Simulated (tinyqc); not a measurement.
## Disorder from G

Question. A flat band at zero energy with self-consistent Born disorder has G = 1/(z - D G), z = E + i eta. Find D and the half-width 2 sqrt(D) of the broadened level.

Parameters, values chosen for the exercise: bare broadening eta = 0.0081 eV; energy from the band centre E = 3.398 eV.

G = 0.26489516-0.29224442i 1/eV

Solution. D = (z - 1/G)/G, which comes out real.

D = 6.40 eV^2
half-width = 5.06 eV

tinyqc, about 0.01 s, one thread, Intel Xeon 2.30GHz (shared host): `OMP_NUM_THREADS=1 python tinyqc.py 2720009 2720010 out.jsonl`
